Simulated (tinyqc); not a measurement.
# Band bending at a free surface with one surface level, surface photovoltage and Kelvin probe: effects of single changes

n-type bulk, xi = Ec - EF = Vt ln(Nc/Nd), p0 = ni^2/Nd, ni = sqrt(Nc Nv) exp(-Eg/(2 Vt)), Eg in volts. b is the upward band bending, u = b/Vt. Space charge per area, in units of q: Qc = sign(b) sqrt((2 eps0 eps_r Vt/q) [(Nd + dn)(exp(-u) - 1) + Nd u + (p0 + dn)(exp(u) - 1)]), with dn the excess density under light (flat quasi-Fermi levels; 0 in the dark). The level holds -Ns f, f = 1/(1 + exp((xi + b - Es)/Vt)). Neutrality: Qc + Qf + (charge of the states) = 0.

Inputs (values chosen for the exercise); band and dielectric values close to those of silicon: temperature T = 300 K; band gap Eg = 1.11 eV; relative permittivity eps_r = 11.6; conduction-band density of states at T Nc = 2.83e19 cm^-3; valence-band density of states at T Nv = 2.68e19 cm^-3; electron affinity chi = 4.1 eV; donor density Nd = 2.3e15 cm^-3; fixed positive charge at the surface Qf = 0 cm^-2; work function of the probe tip pt = 4.7 eV; density of an acceptor-like surface level Ns = 8.8e10 cm^-2; its depth below the conduction edge Es = 0.55 eV.

Constants: q = 1.602176634e-19 C, kB = 1.380649e-23 J/K, Vt = kB T/q, eps0 = 8.8541878128e-14 F/cm where lengths are in cm. Results are converted to the units shown.

Each table varies one quantity; the others keep the values above.

## Photovoltage against injection

Under chopped light the surface charge keeps its dark value, so b falls to bL with Qc(bL, dn) = Qc(b, 0); the photovoltage is b - bL.

Results:
```
dn (cm^-3)   bL (V)  photovoltage (mV)  share of b removed (%)
2.2e6        0.2454           3.272e-4                1.334e-4
2.2e7        0.2453           0.003272                0.001334
2.2e8        0.2453            0.03268                 0.01332
2.2e9        0.2450             0.3232                  0.1317
2.1e10       0.2425              2.803                   1.142
2.1e11       0.2289              16.50                   6.725
2.1e13       0.1541              91.23                   37.18
2.1e14       0.1062              139.2                   56.73
2.1e15      0.05871              186.6                   76.07
2e16        0.02416              221.2                   90.15
```

Estimate the missing row, dn = 2.1e12 cm^-3.

Computed row:
```
dn (cm^-3)  bL (V)  photovoltage (mV)  share of b removed (%)
2.1e12      0.1971              48.26                   19.67
```

With this row back in the table: The photovoltage rises from 3.27e-4 to 221 mV, towards the full b = 245 mV. Its steepest rise is 47.9 mV a decade (Vt ln 10 = 59.5 mV), and it reaches 90.2 % of b in the last row: even strong light does not flatten the bands fully, so a saturation reading understates b. For dn = 2e16 the injection is high, and a Dember voltage, left out here, adds to the signal.

## Pinning by the surface states

Same model as above.

b solves the neutrality condition in the dark.

Pinning by the surface states:
```
Ns (cm^-2)    b (V)  xi + b (eV)  Qc (cm^-2)
2.4e10      0.03985       0.2833    2.400e10
6.7e10       0.1761       0.4196    6.657e10
1.8e11       0.3060       0.5495    9.089e10
5.1e11       0.3440       0.5875    9.686e10
1.4e12       0.3725       0.6160    1.011e11
3.9e12       0.3993       0.6428    1.049e11
1.1e13       0.4257       0.6691    1.086e11
2.9e13       0.4501       0.6936    1.119e11
8.1e13       0.4760       0.7194    1.152e11
```

Read the table: what changes, and by how much?

b rises from 0.0398 to 0.476 V. The level is over 95 % full (Qc near Ns - Qf) in the 2 rows with xi + b more than 3 Vt short of Es = 0.55 eV. Beyond that it empties, and between the last two rows b gains only 58.0 mV a decade.

## Kelvin-probe contrast of the doping

Same model as above.

Work function chi + xi + b; contact potential difference CPD = (work function of the sample) - pt.

Result of one run:
```
Nd (cm^-3)  xi (eV)   b (V)  CPD (mV)
2.7e15       0.2393  0.2306    -130.1
```

What becomes of these results when the donor density Nd is changed from 2.7e15 to 1.5e16 cm^-3, all else the same?

Result of the changed run:
```
Nd (cm^-3)  xi (eV)    b (V)  CPD (mV)
1.5e16       0.1950  0.06394    -341.1
```

The whole series:
```
Nd (cm^-3)  xi (eV)     b (V)  CPD (mV)
8.8e13       0.3278    0.2605    -11.65
4.9e14       0.2834    0.2721    -44.49
2.7e15       0.2393    0.2306    -130.1
1.5e16       0.1950   0.06394    -341.1
8.1e16       0.1514   0.02247    -426.1
4.5e17       0.1071  0.008803    -484.1
2.5e18      0.06273  0.003617    -533.7
```

xi falls by 265 mV over the table and the CPD by 522 mV; b goes from 0.261 through a maximum of 0.272 (at Nd = 4.9e14 cm^-3 among the rows listed) to 0.00362 V. Between the first two rows the CPD follows 74.0 % of the change of xi, and between the last two 112 %. It is below 100 % where b rises with the doping (pinning hides it). It exceeds 100 % where b falls as the doping rises.

Program tinyqc, `OMP_NUM_THREADS=1 python tinyqc.py 2430034 2430035 out.jsonl`; Intel Xeon 2.30GHz, shared host, one thread, about 0.01 s.
